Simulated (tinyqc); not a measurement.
Free and trapped electrons in a MOS channel with a dense trap tail: two steps of the calculation.

p-type body, charge-sheet picture, full ionisation (an idealisation for deep acceptors), Boltzmann statistics for free electrons. e = Ec - EF at the surface. Acceptor-like traps of density D(E) = D0 + De exp(-E/Ew) at depth E below Ec, from 0 to Eu, hold n_t = integral of D(E)/(1 + exp((e - E)/Vt)). psi = Eg - Vt ln(Nv/Na) - e; N_dep = sqrt(2 eps0 eps_r Na (psi - Vt)/q); n_f = sqrt(N_dep^2 + 2 eps0 eps_r Vt Nc exp(-e/Vt)/q) - N_dep; Vg = Vfb + psi + q (N_dep + n_t + n_f)/Cox, Cox = eps0 eox/tox.

Parameters, values chosen for the exercise; band and dielectric values close to those of 4H silicon carbide:

| symbol | value | unit | meaning |
|---|---|---|---|
| T | 300 | K | temperature |
| Eg | 3.29 | eV | band gap |
| eps_r | 9.56 |  | relative permittivity |
| Nc | 1.72e19 | cm^-3 | conduction-band density of states at T |
| Nv | 2.52e19 | cm^-3 | valence-band density of states at T |
| eox | 3.9 |  | relative permittivity of the insulator |
| tox | 32 | nm | insulator thickness |
| Na | 7.2e16 | cm^-3 | acceptor density |
| Vfb | -2.76 | V | flat-band voltage without trapped charge |
| D0 | 3.7e10 | cm^-2 eV^-1 | constant background density of acceptor-like traps |
| De | 7.2e12 | cm^-2 eV^-1 | density of the tail at the conduction edge |
| Ew | 0.1 | eV | decay energy of the tail |
| Eu | 0.86 | eV | depth below Ec down to which the traps reach |
| mf | 110 | cm^2/(V s) | mobility of free electrons |
| e | 0.021 | eV | Ec - EF at the surface |

Constants: q = 1.602176634e-19 C, kB = 1.380649e-23 J/K, Vt = kB T/q, eps0 = 8.8541878128e-14 F/cm where lengths are in cm. Results are converted to the units shown.

Question 1. Trapped charge. Trapezoid rule on 13 equal steps from 0 to Eu, f = 1/(1 + exp((e - E)/Vt)).

Wanted: E; D(E) f; n_t.

Answer 1.

| point | E (eV) | D(E) f (cm^-2 eV^-1) |
|---|---|---|
| 0 | 0 | 2.225e12 |
| 1 | 0.06615 | 3.195e12 |
| 2 | 0.1323 | 1.928e12 |
| 3 | 0.1985 | 1.025e12 |
| 4 | 0.2646 | 5.476e11 |
| 5 | 0.3308 | 3.005e11 |
| 6 | 0.3969 | 1.730e11 |
| 7 | 0.4631 | 1.072e11 |
| 8 | 0.5292 | 7.322e10 |
| 9 | 0.5954 | 5.569e10 |
| 10 | 0.6615 | 4.665e10 |
| 11 | 0.7277 | 4.198e10 |
| 12 | 0.7938 | 3.957e10 |
| 13 | 0.8600 | 3.833e10 |

n_t = 5.733e11 cm^-2

Question 2. Charges and gate voltage. psi, N_dep, n_f and Vg as defined, with the n_t given; free share n_f/(n_f + n_t); apparent mobility mf n_f/(n_f + n_t); gate voltage spent on traps q n_t/Cox.

n_t = 5.7330381e11 cm^-2

Give: psi; N_dep; n_f; Vg; free share; apparent mobility; gate voltage spent on traps.

Answer 2.

psi = 3.118 V
N_dep = 1.534e12 cm^-2
n_f = 5.729e11 cm^-2
Vg = 4.336 V
free share = 49.98 %
apparent mobility = 54.98 cm^2/(V s)
gate voltage spent on traps = 0.8512 V

tinyqc, about 0.02 s, one thread, Intel Xeon 2.30GHz (shared host): `OMP_NUM_THREADS=1 python tinyqc.py 2222162 2222163 out.jsonl`
